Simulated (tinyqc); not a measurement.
Spin coating of a resist or spin-on film: centrifugal thinning, evaporation and the final thickness (Emslie and Meyerhofer models). Changing the evaporation rate at 1000 rpm e0. Computed by tinyqc, a small Python program. Command: `OMP_NUM_THREADS=1 python tinyqc.py 3113996 3113997 out.jsonl spincoat sweep`. One thread of a shared host (Intel(R) Xeon(R) Processor @ 2.30GHz), about 0.2 s of CPU time with the checks.

A Newtonian film stays uniform over the wafer; solvent and solids have the same density and the concentration is uniform through the thickness.

Inputs (values chosen for the exercise, of the order of those of a polymer resist in an ester solvent):

| quantity | value | unit |
|---|---|---|
| solids volume fraction c0 | 0.091 | - |
| kinematic viscosity of the solvent nu_s | 2.1 | mm^2/s |
| viscosity constant k | 1300 | mm^2/s |
| viscosity exponent gamma | 2.2 | - |
| spin speed f | 2000 | rpm |
| starting thickness h0 | 500 | micrometre |
| wafer radius R | 150 | mm |
| shrinkage in the bake | 7 | % |

Method:
- omega = 2 pi f/60; nu(c) = nu_s + k c^gamma; evaporation rate e = e0 sqrt(f/1000 rpm).
- Flow constant K = 2 omega^2/(3 nu(c0)); Reynolds number of the air omega R^2/nu_air with nu_air = 15 mm^2/s.
- Meyerhofer estimate: flow rules until (1 - c0) K h^3 = e, then evaporation alone: h_w = (e/((1 - c0) K))^(1/3), dry film c0 h_w.
- Full model for solids s and liquid l per area, h = s + l, c = s/h: ds/dt = -c Q, dl/dt = -(1 - c) Q - e, Q = 2 omega^2 h^3/(3 nu(c)); integrated adaptively (relative tolerance 1e-9) until l = 0.
- Dry film = s at l = 0, before the bake; film after the bake = s x (1 - shrinkage).

One run for each value:

| evaporation rate at 1000 rpm e0 (micrometre/s) | dry film (nm) | time to dry (s) | wet thickness h_w (micrometre) |
|---|---|---|---|
| 0.010 | 172.4 | 140.09 | 1.6707 |
| 0.021 | 220.8 | 85.43 | 2.1395 |
| 0.045 | 284.7 | 51.40 | 2.7583 |
| 0.097 | 367.7 | 30.80 | 3.5631 |
| 0.210 | 475.7 | 18.40 | 4.6094 |
| 0.440 | 608.7 | 11.24 | 5.8982 |
| 0.940 | 783.9 | 6.78 | 7.5964 |
| 2.000 | 1008.3 | 4.10 | 9.7704 |

Over the rows, dry film (nm) rises from 172 to 1010 (exponent d ln y / d ln x about 0.33 throughout); time to dry (s) falls from 140 to 4.10 (exponent d ln y / d ln x about -0.67 throughout); wet thickness h_w (micrometre) rises from 1.67 to 9.77 (exponent d ln y / d ln x about 0.33 throughout). The exponent of dry film stays at 0.33: the cube root of the evaporation rate.

Caution (all rows): above a Reynolds number of about 3e5 the air flow near the rim turns turbulent, and evaporation is no longer uniform.
